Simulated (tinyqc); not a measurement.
Gate work function from the charge.

Problem. For an undoped double gate, Q = 8 eps0 eps_r Vt beta tan(beta)/ts with 0 < beta < pi/2, and at the source (Vg - dphi)/(2 Vt) - ln[(2/ts) sqrt(2 eps0 eps_r Vt/(q ni))] = ln(beta) - ln(cos beta) + 2 r beta tan(beta), r = eps_r tox/(eox ts). Find beta and dphi.

Inputs (values chosen for the exercise); material values close to those of silicon: temperature T = 293 K; relative permittivity of the semiconductor eps_r = 11.6; relative permittivity of the gate insulator eox = 7.43; insulator thickness tox = 4 nm; body thickness ts = 12 nm; gate voltage Vg = 0.54 V.

Constants: q = 1.602176634e-19 C, kB = 1.380649e-23 J/K, Vt = kB T/q, eps0 = 8.8541878128e-14 F/cm where lengths are in cm. Results are converted to the units shown.

Qs = 7.9315465 nC/cm^2
ni = 9.1593958e9 cm^-3

Answer. beta tan(beta) rises from 0 without bound on the interval, so the charge fixes beta; the second relation is then explicit in dphi.

beta = 0.213
dphi = 0.150 V

tinyqc, about 0.02 s, one thread, Intel Xeon 2.30GHz (shared host): `OMP_NUM_THREADS=1 python tinyqc.py 2440135 2440136 out.jsonl`
